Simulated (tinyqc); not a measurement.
Inside a calculation. Method: tight binding, kagome lattice. Computed by tinyqc, a small Python program that keeps every step. Settings: t1 = 1.42, t2 = 1.48, delta = 0, bands filled = 1. Command: `OMP_NUM_THREADS=1 python tinyqc.py 21696 21697 out.jsonl` (the two numbers bound the seeds that draw the settings). One thread of a shared host (Intel(R) Xeon(R) Processor @ 2.60GHz), about 0.01 s of CPU time with the checks.

## Bloch Hamiltonian at k

Parameters chosen for this model:
```
parameter     value                unit
t1         1.420000    eV, up triangles
t2         1.480000  eV, down triangles
delta             0        eV on site C
```

k point k (fractions of the reciprocal vectors): -0.380000  0.200000

H_AB = -t1 - t2 exp(-i k.a1), H_AC = -t1 - t2 exp(-i k.a2), H_BC = -t1 - t2 exp(i k.(a1 - a2)), H_CC = delta.

H(k) at k (eV):
```
                     A                    B                    C
A             0.000000  -0.341126-1.013130i  -1.877345+1.407564i
B  -0.341126+1.013130i             0.000000  -0.123066-0.712995i
C  -1.877345-1.407564i  -0.123066+0.712995i             0.000000
```

## Levels at k

Diagonalise the Hermitian matrix.

eigenvalues (eV): -2.379767  -0.520233  2.900000

weights |c|^2 of the basis functions:
```
     band 1    band 2    band 3
A  0.523511  0.039758  0.436730
B  0.016056  0.823111  0.160834
C  0.460433  0.137131  0.402436
```

## Bloch Hamiltonian at K

k point K (fractions of the reciprocal vectors): 0.333333  0.666667

As before.

H(k) at K (eV):
```
                     A                    B                    C
A             0.000000  -0.680000+1.281718i  -0.680000-1.281718i
B  -0.680000-1.281718i             0.000000  -0.680000+1.281718i
C  -0.680000+1.281718i  -0.680000-1.281718i             0.000000
```

## Levels at K

As before.

eigenvalues (eV): -1.540000  -1.360000  2.900000

weights |c|^2 of the basis functions:
```
     band 1    band 2    band 3
A  0.333333  0.333333  0.333333
B  0.333333  0.333333  0.333333
C  0.333333  0.333333  0.333333
```

## Bands along a path

The same steps at evenly spaced points between the labelled ones.

Bands along the path (eV):
```
k             band 1     band 2    band 3
G          -5.800000   2.900000  2.900000
G-K 0.25   -5.411648   2.511648  2.900000
G-K 0.50   -4.350776   1.450776  2.900000
G-K 0.75   -2.902481   0.002481  2.900000
K          -1.540000  -1.360000  2.900000
K-M 0.25   -2.057188  -0.842812  2.900000
K-M 0.50   -2.515056  -0.384944  2.900000
K-M 0.75   -2.803890  -0.096110  2.900000
M          -2.902481   0.002481  2.900000
M-K' 0.25  -2.803890  -0.096110  2.900000
M-K' 0.50  -2.515056  -0.384944  2.900000
M-K' 0.75  -2.057188  -0.842812  2.900000
K'         -1.540000  -1.360000  2.900000
```

With 1 band(s) filled, the highest filled level on these points lies at K' and the lowest empty one at K': a gap of 0.1800 eV, direct.
